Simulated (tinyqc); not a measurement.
The 3-omega method: a line heater on a substrate with a thin film. Changing the heater half-width b. Computed by tinyqc, a small Python program. Command: `OMP_NUM_THREADS=1 python tinyqc.py 3017969 3017970 out.jsonl threeomega sweep`. One thread of a shared host (Intel(R) Xeon(R) Processor @ 2.30GHz), about 0.02 s of CPU time with the checks.

A current at angular frequency omega = 2 pi f heats the line at 2 omega with the amplitude P per length; the temperature swing Delta T at 2 omega gives a voltage at 3 omega. The substrate is taken as semi-infinite and isotropic, and the heat capacity of heater and film is left out.

Inputs (values chosen for the exercise, modelled on amorphous silicon on gallium arsenide): substrate conductivity kappa = 47.6 W/(m K); substrate heat capacity C = 1.68 1e6 J/(m^3 K); power amplitude per length P = 22 W/m; current frequency f = 540 Hz; film thickness t = 420 nm; film conductivity kappa_f = 1.8 W/(m K); interface resistance R_i = 6.4 m^2 K/GW; substrate thickness d_s = 1000 micrometre; temperature coefficient of resistance beta = 3.5 1e-3/K; voltage amplitude V_1 = 0.89 V.

Method:
- D = kappa/C; q = sqrt(2 i omega/D); penetration depth 1/|q| = sqrt(D/(2 omega)).
- Delta T_s = (P/(pi kappa)) int_0^infinity (sin x/x)^2 / sqrt(x^2 + (q b)^2) dx with (q b)^2 = i |q b|^2, averaged over the heater width (12 Gauss-Legendre points on each of the pieces 0, 14 log-spaced edges from 1e-5 to 1, and multiples of pi to 40 pi; the tail adds 1/(4 (40 pi)^2)).
- For |q| b much below 1: Delta T_s = (P/(pi kappa)) [-ln(|q| b) + eta - i pi/4], eta = 3/2 - C_E = 0.92278, with Euler's C_E = 0.5772157.
- One-dimensional flow across the film: Delta T_f = P (t/kappa_f + R_i)/(2 b); total in-phase swing Delta T = Delta T_s + Delta T_f; third-harmonic amplitude V_3 = V_1 beta |Delta T|/2 with the out-of-phase part included; the apparent film conductivity is t/(t/kappa_f + R_i).
- Take the in-phase swing at f and at 2f; in the narrow-line limit kappa = P ln 2/(2 pi [Delta T(f) - Delta T(2f)]), whatever the film and the heater width.

One run for each value; columns: (1) heater half-width b (micrometre); (2) error of the slope method (%); (3) in-phase Delta T_s (K); (4) Delta T_f (K); (5) film share of the in-phase swing; (6) |q| b:
```
(1)           (2)      (3)     (4)      (5)     (6)
0.50   2.2612e-03  0.85099  5.2741  0.86107  0.0077
0.94   7.9903e-03  0.75812  2.8054  0.78725  0.0145
1.80   2.9279e-02  0.66256  1.4650  0.68859  0.0279
3.40   1.0426e-01  0.56903  0.7756  0.57682  0.0526
6.30   3.5618e-01  0.47842  0.4186  0.46665  0.0975
12.00  1.2755e+00  0.38410  0.2198  0.36392  0.1857
22.00  4.1738e+00  0.29642  0.1199  0.28794  0.3405
42.00  1.4427e+01  0.20651  0.0628  0.23315  0.6500
80.00  4.8194e+01  0.12730  0.0330  0.20569  1.2381
```

What does the table show, and why?

Over the rows, error of the slope method (%) rises from 0.00226 to 48.2 (exponent d ln y / d ln x 2.0 between the first rows and 1.9 between the last); in-phase Delta T_s (K) falls from 0.851 to 0.127 (exponent d ln y / d ln x -0.18 between the first rows and -0.75 between the last); Delta T_f (K) falls from 5.27 to 0.0330 (exponent d ln y / d ln x about -1.0 throughout). The exponent of Delta T_f stays at -1: the flux is P/(2b). Narrow heaters keep the slope method exact and raise the film signal as 1/b, while the substrate signal changes only as ln b as long as |q| b is well below 1.

Caution (rows 0.500, 0.940): the film is not thin against the heater width, so heat spreads sideways in it and the one-dimensional step fails.
